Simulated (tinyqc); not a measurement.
FCI on RHF in the sto-6g basis, for H3-, spin multiplicity 1, step by step. The basis has no diffuse functions, so it cannot describe the extra electron: this is an exercise in the method, not the real anion. One step of it, computed by the program tinyqc.

Task: FCI: roots. Diagonalise (each vector has its largest component positive (the first on a tie)); all determinants have Ms = 0, so triplets appear too. The lowest singlet root is the correlation energy.

Occupation strings over the orbitals (2 doubly, a alpha, b beta, 0 empty; spin orbitals ordered 1a 1b 2a 2b ...): 220 a2b b2a 202 022

H - E(HF) between determinants (hartree):
```
          220        a2b        b2a        202        022
220  0.000000   0.000000   0.000000   0.145893   0.140451
a2b  0.000000   0.685117  -0.140451   0.144201   0.015175
b2a  0.000000  -0.140451   0.685117  -0.144201  -0.015175
202  0.145893   0.144201  -0.144201   1.047442   0.162280
022  0.140451   0.015175  -0.015175   0.162280   1.399587
```

Give: lowest roots of this matrix, relative to E(HF); lowest vectors; <S^2> of these roots; weight of the ground state by excitation level 0, 1, 2, ....

Result:

lowest roots of this matrix, relative to E(HF) (hartree): -0.031  0.545  0.703  1.098  1.501

lowest vectors:
```
     root 1  root 2  root 3  root 4
220   0.988   0.000  -0.085   0.040
a2b   0.023   0.707   0.597   0.362
b2a  -0.023   0.707  -0.597  -0.362
202  -0.127   0.000  -0.517   0.732
022  -0.083   0.000   0.112  -0.449
```

<S^2> of these roots: 0.000  2.000  0.000  0.000  0.000

weight of the ground state by excitation level 0, 1, 2, ...: 0.976  0.001  0.023
